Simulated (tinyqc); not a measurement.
# Small-signal admittance of a forward-biased p+-n diode: what changes with what

Holes injected into a neutral base of width wb with an ohmic contact at its end; low injection, p0 far above the equilibrium density. A small voltage v exp(i w t), w = 2 pi f, modulates the edge density by p0 v/Vt, and the small-signal density obeys Dp d2p/dx2 = (1/tau + i w) p.

Inputs (values chosen for the exercise); permittivity close to that of silicon:
- T = 300 K (temperature)
- eps_r = 11.7 (relative permittivity)
- Nd = 1.7e17 cm^-3 (donor density of the base)
- Dp = 6.4 cm^2/s (hole diffusion coefficient)
- tau = 5e-8 s (hole lifetime)
- wb = 5.3 um (width of the neutral base)
- p0 = 3.4e13 cm^-3 (excess hole density at the junction edge)
- Na = 2e19 cm^-3 (acceptor density of the p+ side)
- Rs = 0.00043 ohm cm^2 (series resistance)
- f = 1.3e7 Hz (signal frequency)

Constants: q = 1.602176634e-19 C, kB = 1.380649e-23 J/K, Vt = kB T/q, eps0 = 8.8541878128e-14 F/cm where lengths are in cm. Results are converted to the units shown.

Each table varies one quantity; the others keep the values above.

## Admittance against frequency

L = sqrt(Dp tau); direct current J = (q Dp p0/L) coth(wb/L); k = sqrt(1 + i w tau)/L; diffusion admittance Y = (q Dp p0/Vt) k coth(k wb) = G + i w C_diff; junction capacitance C_j = sqrt(q eps0 eps_r Nd/(2 Vr)) in the depletion approximation, with the remaining barrier Vr = Vt ln(Na/p0), a rough value under forward bias; base-width modulation is left out. Measured admittance 1/[Rs + 1/(Y + i w C_j)].

The same in every row: C_j (uF/cm^2) = 0.20268.

Admittance against frequency:
```
f (Hz)      w tau  G (S/cm^2)  C_diff (uF/cm^2)  measured G (S/cm^2)  measured C (uF/cm^2)  phase of the measured Y (degrees)
20000   0.0062832      3.2488          0.033358               3.2443               0.23538                            0.52236
1e5      0.031416      3.2488          0.033358               3.2443               0.23538                             2.6100
4e5       0.12566      3.2493          0.033356               3.2449               0.23538                             10.332
2e6       0.62832      3.2623          0.033307               3.2615               0.23532                             42.198
7e6        2.1991      3.4100          0.032748               3.4509               0.23473                             71.517
3e7        9.4248      5.2573          0.026012               6.0388               0.22758                             81.987
1e8        31.416      9.6137          0.014795               17.477               0.21495                             82.627
5e8        157.08      21.195         0.0067037               188.87               0.19064                             72.497
2e9        628.32      42.288         0.0033598               1285.3              0.090518                             41.508
```

G starts at J/Vt = 3.25 S/cm^2 and C_diff at (J tau/(2 Vt))(1 - 2 x/sinh 2x) = 0.0334 uF/cm^2, x = wb/L = 0.937. Between the last two rows G goes as f^(0.50) and C_diff as f^(-0.50); the limits are 1/2 and -1/2, reached when the signal penetrates only sqrt(Dp/w). The measured C is 0.28 % below C_diff + C_j in the first row and 56 % below it in the last, the difference being due to Rs.

## Effect of the hole lifetime

Same model as above.

The same in every row: C_j (uF/cm^2) = 0.20268.

Effect of the hole lifetime:
```
tau (s)     w tau  G (S/cm^2)  C_diff (uF/cm^2)  measured G (S/cm^2)  measured C (uF/cm^2)  phase of the measured Y (degrees)
5e-10    0.040841      23.845         0.0059587               23.724               0.20441                             35.138
2e-9      0.16336      11.961          0.011865               12.030               0.21234                             55.256
1e-8      0.81681      5.7464          0.023306               5.8776               0.22486                             72.254
5e-8       4.0841      3.7687          0.031400               3.9190               0.23330                             78.379
2e-7       16.336      3.3402          0.033692               3.4950               0.23568                             79.710
1e-6       81.681      3.2223          0.034364               3.3784               0.23637                             80.075
5e-6       408.41      3.1985          0.034502               3.3549               0.23651                             80.148
```

As tau goes from 5e-10 to 5e-6, G falls from 23.8 to 3.20 S/cm^2, C_diff rises from 0.00596 to 0.0345 uF/cm^2 and the measured C rises from 0.204 to 0.237 uF/cm^2. C_diff stays below C_j.

tinyqc, about 0.01 s, one thread, Intel Xeon 2.30GHz (shared host): `OMP_NUM_THREADS=1 python tinyqc.py 2890106 2890107 out.jsonl`
